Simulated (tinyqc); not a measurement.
From image to dissolution rate: chemically amplified photoresist: aerial image, acid generation, bake, development and line width. Computed by tinyqc, a small Python program. Command: `OMP_NUM_THREADS=1 python tinyqc.py 3019464 3019465 out.jsonl resist walk`. One thread of a shared host (Intel(R) Xeon(R) Processor @ 2.30GHz), about 0.02 s of CPU time with the checks.

Lines and spaces of pitch p with a two-beam-like image; x = 0 is the middle of the bright space. The resist is positive and treated as uniform in depth.

Inputs (values chosen for the exercise, for a model resist at 13.5 nm):
```
quantity                                         value     unit
pitch p                                             32       nm
image contrast c                                   0.7        -
mean dose E                                       29.4  mJ/cm^2
Dill parameter C                                 0.029  cm^2/mJ
quencher load q, relative to the acid generator   0.17        -
acid diffusivity D                                0.12   nm^2/s
bake time t                                         45        s
amplification rate k_amp                         0.021      1/s
threshold protection m_th                         0.42        -
development selectivity n                           12        -
largest rate r_max                                 470     nm/s
smallest rate r_min                              0.065     nm/s
```

Method:
- Dose E(x) = E [1 + c cos(2 pi x/p)]; acid h = 1 - exp(-C E(x)).
- Bake: the acid image is blurred by a Gaussian of variance sigma^2 = 2 D t (each Fourier term k of h, taken on 64 points, is multiplied by exp(-4 pi^2 k^2 D t/p^2)).
- The quencher then removes q, h_eff = max(h_blurred - q, 0); protection m = exp(-k_amp t h_eff).
- Mack rate r = r_max (a + 1)(1 - m)^n/(a + (1 - m)^n) + r_min, a = ((n + 1)/(n - 1))(1 - m_th)^n.

Across half a pitch:
```
x/p   x (nm)  dose (mJ/cm^2)  blurred acid  protection m  rate (nm/s)
0.00     0.0          49.980       0.73440       0.58663       6.8098
0.05     1.6          48.973       0.72685       0.59083       6.0408
0.10     3.2          46.050       0.70415       0.60364       4.1616
0.15     4.8          41.497       0.66651       0.62550       2.1477
0.20     6.4          35.760       0.61488       0.65677       0.7986
0.25     8.0          29.400       0.55187       0.69707       0.2291
0.30     9.6          23.040       0.48238       0.74438       0.0864
0.35    11.2          17.303       0.41378       0.79424       0.0666
0.40    12.8          12.750       0.35511       0.83951       0.0651
0.45    14.4           9.827       0.31540       0.87162       0.0650
0.50    16.0           8.820       0.30133       0.88329       0.0650
```

The dose varies by a factor 5.67 across the pattern and the rate by 105.

Extremes, crossings and ranges named in words are read from the listed rows.
